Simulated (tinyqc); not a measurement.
# From one set of inputs to another, one input at a time

Model: polytypes and stacking faults of a tetrahedral semiconductor in an axial Ising model with couplings up to third neighbours. Computed by tinyqc, a small Python program. Command: `OMP_NUM_THREADS=1 python tinyqc.py 3011063 3011064 out.jsonl polytype ladder`. One thread of a shared host (Intel(R) Xeon(R) Processor @ 2.30GHz), about 0.02 s of CPU time with the checks.

Each double layer has s = +1 or -1 for the sense of its stacking step; E per pair of atoms = E0 - sum_n J_n <s_i s_(i+n)>, n = 1, 2, 3. Hexagonality h = (1 - <s_i s_(i+1)>)/2.

The inputs printed are set A. Inputs not listed in the table keep their values of set A, so the rows need not describe a real material.

Inputs (values chosen for the exercise, of the order of those of SiC for J, a, G and the gaps):
```
quantity                                    value      unit
J1                                           1.16  meV/pair
J2                                          -2.34  meV/pair
J3                                          -0.19  meV/pair
basal lattice constant a                     3.08  angstrom
shear modulus G                               190       GPa
Poisson ratio nu                             0.27         -
binding energy of the fault level E_b        0.22        eV
in-plane mass m                              0.48        m0
effective density of states N_c at 300 K    1e+19    1/cm^3
electron density n                        3.1e+16    1/cm^3
temperature T                                 650         K
```

Host polytype: 6H.

fault coefficients k_n:
```
                             J1         J2         J3
single Shockley (42)   0.000000   0.000000  -4.000000
Frank-type (32)        0.666667   1.333333  -2.000000
Frank-type (43)       -0.666667  -1.333333  -2.000000
```

Constants: 1 eV/angstrom^2 = 16.02176634 J/m^2; m_0 = 9.1093837015e-31 kg; hbar = 1.054571817e-34 J s; k_B = 1.380649e-23 J/K; k_B = 8.617333262e-05 eV/K.

Method:
- Faults in 6H: the sequences single Shockley (42) (++++--), Frank-type (32) (+++--), Frank-type (43) (++++---) are put between perfect repeats; k_n = (layers x C_n of the host) - sum_i s_i s_(i+n). gamma = sum k_n J_n/A, A = (sqrt 3/2) a^2; 1 meV/angstrom^2 = 16.02177 mJ/m^2.
- Screw line, bounded by the single Shockley (42) fault of energy gamma: b = a, partials b_p = a/sqrt 3; d = G b_p^2 (2 - 3 nu)/(8 pi gamma (1 - nu)). One partial is driven off by the shear stress gamma/b_p along its Burgers vector.
- The fault binds electrons in a two-dimensional band E_b below the conduction edge, g2 = m m0/(pi hbar^2) for one valley. With the Fermi level held by the bulk, eta = ln[n/N_c(T)], N_c(T) = N_c (T/300)^1.5, the grand potential falls by g2 (k_B T)^2 F1(x), x = eta + E_b/(k_B T), F1(x) = integral from 0 to infinity of ln(1 + exp(x - t)) dt; sheet density g2 k_B T ln(1 + e^x). Band bending by the trapped charge is left out, so the gain is an upper bound.
- Net fault energy = gamma of the single Shockley (42) fault less the electronic gain.

Each row keeps all changes above it; columns: (1) input moved; (2) from; (3) to; (4) energy of the glide fault, single Shockley (42) (mJ/m^2); (5) splitting width d (nm); (6) electronic gain (mJ/m^2):
```
(1)                                                  (2)      (3)     (4)     (5)      (6)
set A                                                  -        -  1.4821  262.92  0.04916
J2 (meV/pair)                                      -2.34    -1.21  1.4821  262.92  0.04916
binding energy of the fault level E_b (eV)          0.22     0.29  1.4821  262.92  0.16667
effective density of states N_c at 300 K (1/cm^3)  1e+19  1.9e+19  1.4821  262.92  0.08939
in-plane mass m (m0)                                0.48     0.33  1.4821  262.92  0.06146
temperature T (K)                                    650      950  1.4821  262.92  0.01477
J1 (meV/pair)                                       1.16     0.49  1.4821  262.92  0.01477
J3 (meV/pair)                                      -0.19    -0.42  3.2763  118.94  0.01477
```

Which inputs carry the difference?

energy of the glide fault, single Shockley (42) goes from 1.48 to 3.28, a factor 2.21 in all. The largest single move comes from J3 (a factor 2.21). Splitting width d goes from 263 to 119, a factor 0.452 in all. The largest single move comes from J3 (a factor 0.452). Electronic gain goes from 0.0492 to 0.0148, a factor 0.300 in all. The largest single move comes from temperature T (a factor 0.240), and binding energy of the fault level E_b works against it (a factor 3.39). The single moves hold for this order of the switches; the total does not depend on the order.

Extremes, crossings and ranges named in words are read from the listed rows.
